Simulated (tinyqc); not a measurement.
Mobility of a non-polar semiconductor in the relaxation-time approximation: one step, computed by the program tinyqc. Command: `OMP_NUM_THREADS=1 python tinyqc.py 3011381 3011382 out.jsonl rta walk`. One thread of a shared host (Intel(R) Xeon(R) Processor @ 2.30GHz), about 0.01 s of CPU time with the checks.

Each valley is treated as a sphere of mass m_d for states and rates, with one isotropic relaxation time; the conductivity mass m_c sets the current.

Task: Fermi level and screening. Parabolic band: E = hbar^2 k^2/(2 m), speed v = hbar k/m, states per spin, volume and energy g(E) = m k/(2 pi^2 hbar^2). Here m = m_d. Masses are multiplied by m_0 and all formulas are in SI units. The reduced Fermi level eta = E_F/(k_B T) solves n = 2 Z int g f dE with f = 1/(1 + exp(x - eta)) (Z = 1 unless valleys are given); screening length L_s = sqrt(eps_s eps_0 k_B T/(e^2 dn/deta)), dn/deta = 2 Z int g f (1 - f) dE. Integrals over x = E/(k_B T) use 160 Gauss-Legendre points in u = sqrt(x) from 0 to sqrt(max(eta, 0) + 32).

Inputs (values chosen for the exercise, modelled on electrons in diamond): equivalent valleys Z = 6; static permittivity eps_s = 5.7; carrier density n = 9.1e+14 1/cm^3; temperature T = 150 K.

Band: parabolic. Impurity formula: Brooks-Herring. Further scattering: neutral impurities.

density-of-states mass m_d = 0.4794846 m_0

Constants: k_B = 8.617333262e-05 eV/K; m_0 = 9.1093837015e-31 kg; e = 1.602176634e-19 C; hbar = 1.054571817e-34 J s; eps_0 = 8.8541878128e-12 F/m; k_B = 1.380649e-23 J/K.

Give: reduced Fermi level eta; screening length L_s.

Result:

reduced Fermi level eta = -9.874

screening length L_s = 66.89 nm

The gas is non-degenerate (eta < -2), and L_s is close to the Debye length.
